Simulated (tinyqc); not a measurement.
Photoconductance decay in a wafer: bulk and surface recombination modes, and iron detection by pair splitting: one step, computed by the program tinyqc.

Both faces of the wafer have the same S; injection is low and all coefficients are constant. x runs from -W/2 to W/2.

Question. Pairs form again. Association time tau_a = 5.7e5 (T/N_A) exp(0.66 eV/(k_B T)) s with T in K and N_A in 1/cm^3 (an empirical form); the unpaired share is exp(-t/tau_a).

Inputs (values chosen for the exercise, modelled on p-type silicon): boron density N_A = 3.4e+16 1/cm^3; storage temperature T = 298 K.

Constants: k_B = 8.617333262e-05 eV/K.

Give: tau_a; time until 5 % have paired; time until 99 % have paired.

Answer.

tau_a = 12.09 min

time until 5 % have paired = 37.20 s

time until 99 % have paired = 0.9279 h
